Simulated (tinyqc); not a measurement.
# Changing the cation polarisability alpha_+

Model: rigid-ion and shell models of the dielectric response of an ionic crystal. Computed by tinyqc, a small Python program. Command: `OMP_NUM_THREADS=1 python tinyqc.py 3022173 3022174 out.jsonl shell sweep`. One thread of a shared host (Intel(R) Xeon(R) Processor @ 2.30GHz), about 0.01 s of CPU time with the checks.

Charges +Z and -Z; 4 nearest neighbours, Madelung constant M = 1.638055, volume per ion pair Omega = 3.079201 d^3. Energy per pair U = -M Z^2 e2/d + 4 A exp(-d/rho), e2 = e^2/(4 pi eps_0). In the shell model the anion is a core of charge Y - Z and a massless shell of charge -Y, joined by the spring k; the repulsion acts on the shell. Each ion feels the Lorentz field E + (4 pi/3) P (Gaussian units).

Inputs (values chosen for the exercise, for a model crystal):
```
quantity                      value           unit
nearest-neighbour distance d   2.62       angstrom
ionic charge Z                    2              e
hardness d/rho                 11.2              -
cation mass                    72.1              u
anion mass                       16              u
shell charge size Y            2.39              e
core-shell spring k            37.5  eV/angstrom^2
film thickness t                5.9             nm
```

Structure: zinc blende.

Constants: e^2/(4 pi eps_0) = 14.39964548 eV angstrom; 1 eV/angstrom^3 = 160.2176634 GPa; nu for 1 eV/(angstrom^2 u) = 15.6333042 THz; 1 THz = 33.35640952 1/cm; eps_0 = 8.8541878128e-12 F/m; h x 1 THz = 4.135667696 meV.

Method:
- Zero pressure fixes 4 A exp(-d/rho) = M Z^2 e2 rho/d^2. Then U = -(M Z^2 e2/d)(1 - rho/d), B = M Z^2 e2 (d/rho - 2)/(9 Omega d), and the spring of one sublattice against the other is R = (1/3) x (Laplacian of the repulsion summed over neighbours) = M Z^2 e2 (d/rho - 2)/(3 d^3), so R = 3 B Omega/d^2.
- Eliminating the shell gives the anion polarisability alpha_- = Y^2 e2/(k + R), the Szigeti charge Z_S = Z - Y R/(k + R) and the softened spring R' = k R/(k + R). With b = 4 pi (alpha_+ + alpha_-)/(3 Omega): eps_inf = (1 + 2b)/(1 - b) (Clausius-Mossotti); Born charge Z* = Z_S (eps_inf + 2)/3.
- mu lambda_TO = R' - (4 pi e2/(3 Omega)) Z_S^2/(1 - b); mu lambda_LO = mu lambda_TO + 4 pi e2 Z*^2/(eps_inf Omega); eps_s = eps_inf lambda_LO/lambda_TO.
- lambda in eV/(angstrom^2 u) gives the wavenumber 15.6333042 x 33.35640952 x sqrt(lambda); mu is the reduced mass.
- Capacitance per area eps_0 eps_s/t; equivalent oxide thickness EOT = t x 3.9/eps_s; the surface optical mode against silicon (eps = 11.7) lies at omega_TO sqrt[(eps_s + 11.7)/(eps_inf + 11.7)], and its squared coupling to channel electrons scales as g = hbar omega_SO [1/(11.7 + eps_inf) - 1/(11.7 + eps_s)], with hbar omega = h c x wavenumber.

One run for each value; columns: (1) cation polarisability alpha_+ (angstrom^3); (2) eps_s; (3) eps_inf; (4) Born charge Z* (e); (5) omega_TO (1/cm); (6) remote-phonon coupling g (meV):
```
(1)       (2)     (3)     (4)     (5)      (6)
0.036  2.1548  1.4045  1.4554  437.70  0.23059
0.060  2.1653  1.4116  1.4584  437.60  0.23132
0.100  2.1829  1.4233  1.4635  437.43  0.23255
0.170  2.2140  1.4441  1.4724  437.14  0.23472
0.280  2.2638  1.4774  1.4866  436.67  0.23819
0.460  2.3479  1.5331  1.5104  435.87  0.24405
0.780  2.5060  1.6368  1.5547  434.40  0.25501
1.300  2.7889  1.8189  1.6325  431.79  0.27447
2.200  3.3728  2.1812  1.7874  426.56  0.31385
```

Describe and explain the trends.

Over the rows, eps_s rises from 2.15 to 3.37 (exponent d ln y / d ln x 0.0095 between the first rows and 0.36 between the last); eps_inf rises from 1.40 to 2.18 (exponent d ln y / d ln x 0.0098 between the first rows and 0.35 between the last); Born charge Z* (e) rises from 1.46 to 1.79 (exponent d ln y / d ln x 0.0040 between the first rows and 0.17 between the last). A more polarisable cation strengthens the local field, which raises the Born charge and softens the TO mode at once; eps_s grows faster than eps_inf.
